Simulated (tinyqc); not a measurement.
# Single-junction solar cell, detailed-balance limit: effect of the band gap

Every photon above the gap Eg makes one pair and none below is absorbed; carriers thermalise at T and move without loss. Jsc = q fs X Phi(Eg, Ts); the dark current is J0 = q ge Phi(Eg, T)/ERE with the Boltzmann factor exp(V/Vt). The efficiency is the electrical power over fs X sigma Ts^4.

Photon flux above E from a black body at temperature T into a hemisphere: Phi(E, T) = A sum_k exp(-k E/th)[E^2 th/k + 2 E th^2/k^2 + 2 th^3/k^3], k = 1, 2, ..., with th = kB T/q in eV and A = 2 pi q^3/(h^3 c^2). J(V) = Jsc - J0 (exp(V/Vt) - 1); Voc = Vt ln(1 + Jsc/J0); at maximum power v = Vmp/Vt solves (1 + v) exp(v) = 1 + Jsc/J0. Pin = fs X sigma Ts^4, sigma = 2 pi^5 kB^4/(15 h^3 c^2). FF = Vmp Jmp/(Voc Jsc).

Parameters, values chosen for the exercise:
- T = 300 K (cell temperature)
- Ts = 4500 K (temperature of the black-body sun)
- fs = 2.16e-5 (share of the hemisphere filled by the sun)
- X = 10 (concentration)
- ERE = 0.0001 (external radiative efficiency)
- ge = 2 (number of faces that emit)

Constants: q = 1.602176634e-19 C, kB = 1.380649e-23 J/K, h = 6.62607015e-34 J s, c = 299792458 m/s, Vt = kB T/q. Results are converted to the units shown.

Result of one run:
```
Eg (eV),Jsc (mA/cm^2),Voc (V),Eg/q - Voc (V),FF,efficiency (%)
2.9,8.217,2.309,0.5912,0.9391,3.547
```

What becomes of these results when the band gap Eg is changed from 2.9 to 2.6 eV, all else the same?

Result of the changed run:
```
Eg (eV),Jsc (mA/cm^2),Voc (V),Eg/q - Voc (V),FF,efficiency (%)
2.6,14.76,2.030,0.5704,0.9324,5.560
```

The whole series:
```
Eg (eV),Jsc (mA/cm^2),Voc (V),Eg/q - Voc (V),FF,efficiency (%)
0.8,275.0,0.3650,0.4350,0.7554,15.09
1.1,187.8,0.6391,0.4609,0.8352,19.96
1.4,121.3,0.9156,0.4844,0.8740,19.33
1.7,74.99,1.193,0.5067,0.8972,15.99
2,44.78,1.472,0.5283,0.9127,11.98
2.3,26.00,1.750,0.5495,0.9239,8.373
2.6,14.76,2.030,0.5704,0.9324,5.560
2.9,8.217,2.309,0.5912,0.9391,3.547
```

As Eg goes from 0.8 to 2.9 eV, Jsc falls from 275 to 8.22 mA/cm^2, Voc rises from 0.365 to 2.31 V and the efficiency goes from 15.1 through a maximum of 20.0 (at Eg = 1.1 eV among the rows listed) to 3.55 %. A wider gap raises the voltage and loses photons, hence the maximum.

tinyqc, about 0.01 s, one thread, Intel Xeon 2.30GHz (shared host): `OMP_NUM_THREADS=1 python tinyqc.py 2820032 2820033 out.jsonl`
